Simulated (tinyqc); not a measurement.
Inside a calculation: recursion (Haydock) method for the local density of states: surface site of a square lattice. Values are carried at full precision from step to step, so a last printed digit may differ when a step is redone from the rounded ones.

One orbital a site at energy 0, hopping -t to the 4 nearest neighbours of a square lattice; the start u0 is a site in the outermost layer of a half crystal, with energy V. Recursion: a_n = <u_n|H|u_n>, b_(n+1) u_(n+1) = (H - a_n) u_n - b_n u_(n-1), b > 0. G(z) = 1/(z - a0 - b1^2/(z - a1 - b2^2/(...))), z = E + i eta. After n levels the tail is b_n^2 T with the square-root terminator T = (z - sqrt(z - 2b) sqrt(z + 2b))/(2 b^2), b = 2t so that the band edges lie at -/+ 4t.

Values chosen for the exercise:
- t = 0.85 eV (hopping)
- V = 0 eV (shift of the starting site)
- n = 4 (levels kept)
- E = 1.24 eV (energy)
- eta = 0.043 eV (broadening)

## The coefficients

Carry the recursion for n levels; the lattice is large enough that no wall but the surface is met.

Coefficients:

| n | a_n (eV) | b_(n+1) (eV) | b_(n+1)^2/t^2 |
|---|---|---|---|
| 0 | 0.0000 | 1.47224 | 3.0000 |
| 1 | 0.0000 | 1.62763 | 3.6667 |
| 2 | 0.0000 | 1.65431 | 3.7879 |
| 3 | 0.0000 | 1.67462 | 3.8815 |

b1^2/t^2 = 3 counts the neighbours of the start. All a_n vanish because the lattice is bipartite and V = 0. The b_n tend to a quarter of the band width, 1.700 eV.

## Moments from the coefficients

For a1 = a2 = 0: mu1 = a0, mu2 = a0^2 + b1^2, mu3 = a0^3 + 2 a0 b1^2, mu4 = a0^4 + 3 a0^2 b1^2 + b1^4 + b1^2 b2^2.

mu1 to mu4 (eV^n): 0.000  2.167  0.000  10.440

mu4/t^4 = 20 is the number of closed walks of four steps.

## The continued fraction at one energy

Start from the terminator and work up: G_i = 1/(z - a_i - S_i), S_i = b_(i+1)^2 G_(i+1), with T in place of G_n. The density is -Im G_0/pi.

Levels of the fraction:

| i | S_i (eV) | G_i (1/eV) |
|---|---|---|
| 3 | 0.5935-1.5153i | 0.2272-0.5475i |
| 2 | 0.6217-1.4983i | 0.2242-0.5589i |
| 1 | 0.5939-1.4805i | 0.2359-0.5563i |
| 0 | 0.5114-1.2059i | 0.3485-0.5974i |

local density of states = 0.1902 1/eV

A direct sum over the zone gives 0.1891 1/eV at the same z; 4 levels miss it by +0.5 %.

## Checks

- G from 10 levels against a direct sum over the zone at E = 5.4400 eV, above the band (1/eV): both 0.20011.

Program tinyqc; command `OMP_NUM_THREADS=1 python tinyqc.py 1480028 1480029 out.jsonl`; about 0.01 s on one thread of a shared Intel(R) Xeon(R) Processor @ 2.30GHz.
